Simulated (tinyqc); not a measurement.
From overall Si fraction x0 back to metal thickness t: thermodynamics of metal silicides: hull, first phase, silicon consumed, nucleation and stability against SiO2. Computed by tinyqc, a small Python program. Command: `OMP_NUM_THREADS=1 python tinyqc.py 3009607 3009608 out.jsonl silphase inv`. One thread of a shared host (Intel(R) Xeon(R) Processor @ 2.30GHz), about 0.01 s of CPU time with the checks.

Entropies of formation of the solids are neglected, so heats stand for free energies. Si fractions: M5Si3 0.3750, MSi 0.5000, MSi2 0.6667.

Inputs (values chosen for the exercise, for a model metal): heat of formation of M5Si3 = -72.4 kJ/mol atoms; heat of formation of MSi = -67.7 kJ/mol atoms; heat of formation of MSi2 = -48 kJ/mol atoms; molar volume of M = 10.64 cm^3/mol; molar volume of Si = 12.06 cm^3/mol; silicon available t_Si = 34 nm.

Phases: M5Si3, MSi, MSi2.

Method. A phase is stable if it lies below every straight line between a phase on its left and one on its right (M and Si at zero). Distance = its heat less the lowest such line, negative for a stable phase. Overall Si fraction x0 = (t_Si/V_Si)/(t_Si/V_Si + t/V_M). In equilibrium the two stable phases that bracket x0 share the atoms by the lever rule.

Problem. A run gave the result below. Find the metal thickness t, known to lie between 4.6 and 14 nm.

overall Si fraction x0 = 0.802744

Solution.

Each step takes the trial c = (a f_b - b f_a)/(f_b - f_a), f being the result less the target and a, b, c the logarithms of the listed values; c replaces end b, the old b replaces a if the sign of f changed, and otherwise f_a is halved.

Scan of the range:
```
metal thickness t (nm)  overall Si fraction x0
4.60                                  0.867039
5.54                                  0.844105
6.67                                  0.818091
8.02                                  0.789040
9.66                                  0.756409
11.60                                 0.721132
14.00                                 0.681794
```

False position (Illinois rule, in the logarithm of the input) inside the bracket:
```
step    end a    end b    trial  overall Si fraction x0
1     6.67000  8.02000  7.35214                0.803149
2     8.02000  7.35214  7.37053                0.802754
3     8.02000  7.37053  7.37145                0.802734
4     7.37053  7.37145  7.37100                0.802744
```

Overall Si fraction x0 falls at every point of a 13-point scan of the range (every second point is shown), so one value fits; it is bracketed by 6.67 and 8.02. Answer: metal thickness t = 7.371 nm.
